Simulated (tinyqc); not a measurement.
## On-chip interconnect, size-dependent resistivity and RC delay: two metals against line width

A rectangular line between two neighbours and two ground planes. Surface and grain-boundary scattering are added to the bulk resistivity as corrections; capacitances are parallel-plate values without fringing; inductance is ignored.

Metal width x = wd - 2 tl, height y = AR wd - tl; grain boundaries (Mayadas-Shatzkes): al = (lam/(gr x)) Rg/(1 - Rg), g = 1/[1 - 3 al/2 + 3 al^2 - 3 al^3 ln(1 + 1/al)] - 1; surfaces (Fuchs-Sondheimer, thick limit): s = (3/8) lam (1 - ps)(1/x + 1/y); rho = rho0 (1 + g + s); r = rho/(x y). The second metal has rho2, lam2 and tl2 in place of rho0, lam and tl; ps, Rg, gr and AR are shared.

Parameters, values chosen for the exercise; metal values close to those of copper: bulk resistivity rho0 = 1.67 uohm cm; bulk mean free path lam = 38.8 nm; specular share of surface scattering ps = 0.4; reflection coefficient of grain boundaries Rg = 0.22; grain size over the metal width gr = 2; aspect ratio, height over width AR = 1.5; liner on both walls and the bottom, not conducting tl = 2.3 nm; space to the neighbouring lines sp = 25 nm; dielectric height to the planes above and below hd = 53 nm; relative permittivity of the dielectric ek = 2.2; Miller factor of the neighbours Mf = 1; bulk resistivity of the second metal (close to iridium) rho2 = 5.26 uohm cm; mean free path of the second metal lam2 = 7.08 nm; liner of the second metal tl2 = 0.3 nm.

Constants: eps0 = 8.8541878128e-12 F/m. Results are converted to the units shown.

Two metals against line width:
```
wd (nm)  rho, first (uohm cm)  rho, second (uohm cm)  r, first (ohm/um)  r, second (ohm/um)  ratio second/first
8                      11.129                 8.1364             3374.5              939.75             0.27849
10                     7.8486                 7.5347             1144.4              545.28             0.47646
13                     5.7673                 6.9919             399.18              293.68             0.73571
17                     4.5101                 6.5741             156.78              159.07              1.0146
22                     3.7277                 6.2699             69.784              89.598              1.2839
30                     3.1007                 5.9970             28.589              45.633              1.5962
45                     2.5820                 5.7492             9.8024              19.269              1.9657
70                     2.2392                 5.5736             3.3338              7.6706              2.3008
120                    1.9952                 5.4425            0.97295              2.5366              2.6071
```

What does the comparison show?

The resistivity of the first metal falls from 11.1 to 2.00 uohm cm and that of the second goes from 8.14 to 5.44 uohm cm as the line widens. The products rho0 lam, which set the size effect, are 64.8 and 37.2 uohm cm nm. The two resistances cross at wd = 16.8 nm: below it the second metal gives the lower line resistance. For widths well under the mean free path the thick-limit surface term is only a guide.

Range of the model: The metal width is under the mean free path, where the thick-limit surface term and the simple sum of corrections lose accuracy.

tinyqc, about 0.01 s, one thread, Intel Xeon 2.30GHz (shared host): `OMP_NUM_THREADS=1 python tinyqc.py 2100087 2100088 out.jsonl`
